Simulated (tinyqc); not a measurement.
Admittance spectroscopy and thermally stimulated current of one trap level in a depletion layer. From step (C_lf - C_hf)/C_hf back to band bending V_b. Computed by tinyqc, a small Python program. Command: `OMP_NUM_THREADS=1 python tinyqc.py 3111487 3111488 out.jsonl admit inv`. One thread of a shared host (Intel(R) Xeon(R) Processor @ 2.30GHz), about 0.02 s of CPU time with the checks.

A Schottky junction on n-type material holds one donor-like electron trap; shallow donors are fully ionised and abrupt depletion edges are assumed.

Inputs (values chosen for the exercise, modelled on n-type beta-Ga2O3): dielectric constant eps = 10.1; density-of-states mass m = 0.275 m_0; shallow doping N = 3.2e+15 1/cm^3; trap density N_t = 2.5e+14 1/cm^3; trap depth E_t below the band = 0.355 eV; capture cross section sigma = 6.7e-16 cm^2; test frequency f = 100 Hz.

Constants: k_B = 1.380649e-23 J/K; m_0 = 9.1093837015e-31 kg; h = 6.62607015e-34 J s; k_B = 8.617333262e-05 eV/K; eps_0 = 8.8541878128e-12 F/m; e = 1.602176634e-19 C.

Method:
- N_c = 2 (2 pi m k_B T/h^2)^(3/2), v_th = sqrt(3 k_B T/m), emission rate e_n = sigma v_th N_c exp(-E_t/(k_B T)).
- Where the level crosses the Fermi level capture equals emission, so the trap follows the signal with the rate 2 e_n; G/omega peaks at omega = 2 e_n (the correction for large N_t/N is left out).
- Solve 2 e_n(T_p) = 2 pi f.
- With E_c - E_F = k_B T_p ln(N_c/N): lambda = sqrt(2 eps eps_0 (E_t - (E_c - E_F))/(e^2 N)); traps are empty and charged for x < x_t = w - lambda, and V_b = e (N w^2 + N_t x_t^2)/(2 eps eps_0). High frequency: C_hf = eps eps_0/w. Low frequency: C_lf = eps eps_0 (N + N_t)/(N w + N_t x_t).

Task: A run gave the result below. Find the band bending V_b, known to lie between 1.8 and 3.7 V.

step (C_lf - C_hf)/C_hf = 0.02353096

Result:

Each step takes the trial c = (a f_b - b f_a)/(f_b - f_a), f being the result less the target and a, b, c the logarithms of the listed values; c replaces end b, the old b replaces a if the sign of f changed, and otherwise f_a is halved.

Scan of the range:
```
band bending V_b (V)  step (C_lf - C_hf)/C_hf
1.80                                0.0268811
2.03                                0.0252993
2.29                                0.0238088
2.58                                0.0224217
2.91                                0.0211044
3.28                                0.0198721
3.70                                0.0187049
```

False position (Illinois rule, in the logarithm of the input) inside the bracket:
```
step    end a    end b    trial  step (C_lf - C_hf)/C_hf
1     2.29000  2.58000  2.34535                0.0235242
2     2.29000  2.34535  2.34273                0.0235374
3     2.34535  2.34273  2.34400                0.0235310
4     2.34273  2.34400  2.34400                0.0235310
```

Step (C_lf - C_hf)/C_hf falls at every point of a 13-point scan of the range (every second point is shown), so one value fits; it is bracketed by 2.29 and 2.58. Answer: band bending V_b = 2.344 V.
